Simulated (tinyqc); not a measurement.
On-chip power grid, static voltage drop by conjugate gradients: two steps of the calculation.

A grid of 3 rows and 3 columns, node k = 3 row + column. Neighbours in a row are joined by Rx, in a column by Ry; pad nodes, which reach the supply through Rp: 0, 6. Each node draws I0, node 7 draws kh I0. The drops u = Vdd - V solve G u = i, with G the conductance matrix (1/Rp added on the diagonal at pad nodes).

Inputs (values chosen for the exercise):
```
symbol,value,unit,meaning
Vdd,0.9,V,supply voltage
Rx,0.31,ohm,resistance of a horizontal segment
Ry,0.59,ohm,resistance of a vertical segment
Rp,0.082,ohm,resistance from a pad node to the supply
I0,1.1,mA,load current of an ordinary node
kh,3,,factor on the load at the hot node
```

Question 1. Conjugate-gradient step. q = G p; a = (r.r)/(p.q); u(new) = u + a p; r(new) = r - a q; b = (r.r)(new)/(r.r); p(new) = r(new) + b p.

u after iteration 1 (mV):
```
            col 0       col 1       col 2
row 0  0.32820631  0.32820631  0.32820631
row 1  0.32820631  0.32820631  0.32820631
row 2  0.32820631  0.98461894  0.32820631
```

r after iteration 1 (mA):
```
            col 0       col 1      col 2
row 0  -2.9025160   1.1000000  1.1000000
row 1   1.1000000   2.2125638  1.1000000
row 2  -0.7850559  -2.0474840  3.2174601
```

p after iteration 1 (mA):
```
            col 0      col 1      col 2
row 0  -1.1206663  2.8818498  2.8818498
row 1   2.8818498  3.9944135  2.8818498
row 2   0.9967938  3.2980653  4.9993099
```

Wanted: q; a; u after iteration 2; r after iteration 2; b; p after iteration 2.

Answer 1.

q (mA S):
```
        col 0  col 1  col 2
row 0  -33.36  11.03   0.00
row 1    6.39  10.24  -7.18
row 2    1.54   0.76   9.08
```

a = 0.2119 ohm

u after iteration 2 (mV):
```
       col 0  col 1  col 2
row 0  0.091  0.939  0.939
row 1  0.939  1.175  0.939
row 2  0.539  1.684  1.388
```

r after iteration 2 (mA):
```
        col 0   col 1  col 2
row 0   4.168  -1.237  1.100
row 1  -0.254   0.041  2.621
row 2  -1.111  -2.208  1.294
```

b = 1.045

p after iteration 2 (mA):
```
        col 0  col 1  col 2
row 0   2.997  1.776  4.113
row 1   2.758  4.217  5.634
row 2  -0.069  1.240  6.520
```

Question 2. Worst drop, pad currents and power lost. Pad current u/Rp; worst drop as a share of Vdd; power lost in the grid and pads sum_k i_k u_k; power delivered sum_k i_k (Vdd - u_k).

converged u (mV):
```
           col 0      col 1      col 2
row 0  0.4578771  1.4171013  1.8561453
row 1  1.2777386  1.7581215  2.0427452
row 2  0.5343229  1.8227158  2.1220482
```

Find: worst drop; share of Vdd; pad currents; power lost; power delivered.

Answer 2.

worst drop = 2.122 mV
share of Vdd = 0.2358 %
pad currents (mA): node 0 5.584, node 6 6.516
power lost = 0.01863 mW
power delivered = 10.87 mW

The pad currents add up to the total load, 12.10 mA. The worst drop is at node 8, not at the hot node.

tinyqc, about 0.07 s, one thread, Intel Xeon 2.30GHz (shared host): `OMP_NUM_THREADS=1 python tinyqc.py 2770205 2770206 out.jsonl`
